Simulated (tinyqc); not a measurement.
Inside a calculation. Model: avalanche multiplication and breakdown of a junction from ionisation integrals. Computed by tinyqc, a small Python program that keeps every step. Command: `OMP_NUM_THREADS=1 python tinyqc.py 3017451 3017452 out.jsonl impact walk`. One thread of a shared host (Intel(R) Xeon(R) Processor @ 2.30GHz), about 0.01 s of CPU time with the checks. Intermediate numbers are printed to about 5 digits and carried at full precision; extremes and crossings named in words are read from the listed rows.

Ionisation coefficients follow the local field. Position x runs through the depletion layer from the p side (x = 0), where electrons enter, to the n side (x = w), where holes enter. The built-in voltage is neglected.

Inputs (values chosen for the exercise, modelled on InP): electron prefactor a_n = 5.59e+06 1/cm; electron field b_n = 3.1e+06 V/cm; hole prefactor a_p = 2.16e+06 1/cm; hole field b_p = 2.34e+06 V/cm; exponent c = 1; permittivity eps = 12.5; drift-layer mobility mu = 4500 cm^2/(V s); doping N of the lightly doped side = 5.4e+16 1/cm^3; layer width W = 0.26 micrometre; bias as a fraction of the breakdown voltage = 0.62.

Junction: punch-through p+ n- n+.

Constants: e = 1.602176634e-19 C; eps_0 = 8.8541878128e-12 F/m.

## Breakdown

alpha_n = a_n exp(-(b_n/F)^c), alpha_p = a_p exp(-(b_p/F)^c). Field F = F_m - e N x/(eps eps_0) over the layer, w = W, V = F_m W - e N W^2/(2 eps eps_0); valid while F > 0 at x = W. With Phi(x) = int_0^x (alpha_n - alpha_p) dx': 1 - 1/M_n = I_n = int_0^w alpha_n exp(-Phi) dx and M_p = M_n exp(-Phi(w)); trapezoid rule on 401 even points; breakdown at I_n = 1. Solve I_n(F_m) = 1.

critical field F_m = 0.70227 MV/cm

width at breakdown = 0.26 micrometre

breakdown voltage = 15.617 V

## Coefficients at the critical field

The formulas are those given above.

alpha_n = 67658 1/cm

alpha_p = 77154 1/cm

ratio k = alpha_p/alpha_n = 1.1404

shorter ionisation length = 0.12961 micrometre

Holes ionise more readily at the peak field.

## Field and integrand below breakdown

Bias V = fraction times the breakdown voltage.

peak field = 0.47402 MV/cm

Every 50th point:
```
x (micrometre)  F (MV/cm)  alpha_n (1/cm)  alpha_p (1/cm)        Phi  I_n up to x
0.0000            0.47402          8076.5           15508   0.000000     0.000000
0.0325            0.44862          5576.7           11726  -0.022072     0.022248
0.0650            0.42321          3683.2            8574  -0.039997     0.037609
0.0975            0.39781          2307.1            6023  -0.053953     0.047675
0.1300            0.37240          1355.7            4032  -0.064298     0.053880
0.1625            0.34699           737.0            2545  -0.071536     0.057436
0.1950            0.32159           363.9            1494  -0.076258     0.059302
0.2275            0.29618           159.2             800  -0.079087     0.060181
0.2600            0.27078            59.6             381  -0.080610     0.060544
```

## Multiplication and noise

M_n = 1/(1 - I_n), M_p = M_n exp(-Phi(w)); McIntyre excess noise for the carrier with the larger M, F_x = k M + (1 - k)(2 - 1/M), with k = (smaller M - 1)/(larger M - 1).

M_n = 1.0644

M_p = 1.1538

effective k = 0.41901

excess noise factor = 1.1419

Injecting holes gives the larger gain and, at equal gain, the lower noise.

## On-resistance of the drift layer

R_on = w/(e mu N) with w the width at breakdown; figure of merit V_B^2/R_on; for a triangular field it equals eps eps_0 mu F_m^3/4.

specific on-resistance = 6.6782e-04 milliohm cm^2

V_B^2/R_on = 365.20 MW/cm^2

eps eps_0 mu F_m^3/4 = 431.24 MW/cm^2

The punch-through design reaches 0.847 times the triangular value at the same peak field; at fixed F_m the best ratio is 32/27 = 1.185.

## Gain against bias and Miller's formula

Miller's exponent n is defined by 1 - 1/M = (V/V_B)^n for the larger M.

Gain:
```
V/V_B   V (V)  F_m (MV/cm)     M_n     M_p  Miller exponent n
0.50    7.808      0.40194   1.014   1.044             4.5543
0.60    9.370      0.46201   1.051   1.127             4.2687
0.70   10.932      0.52207   1.154   1.313             4.0198
0.80   12.493      0.58214   1.431   1.743             3.8215
0.90   14.055      0.64220   2.409   3.110             3.6818
0.95   14.836      0.67223   4.467   5.879             3.6348
0.98   15.304      0.69025  10.719  14.203             3.6138
0.99   15.461      0.69626  21.163  28.081             3.6079
```

The larger gain passes 2 between 0.800 and 0.900 of V_B and reaches 28.1 at 0.99. Miller's exponent runs from 3.6 to 4.6, so it is not a constant: a fit holds over a narrow range only. From the first row to the last the voltage grows by a factor 1.98 and the peak field by 1.73.

Checks made by the program: the hole form of the condition, int alpha_p exp(Phi(w) - Phi) dx = 1 (relative difference 2e-09).
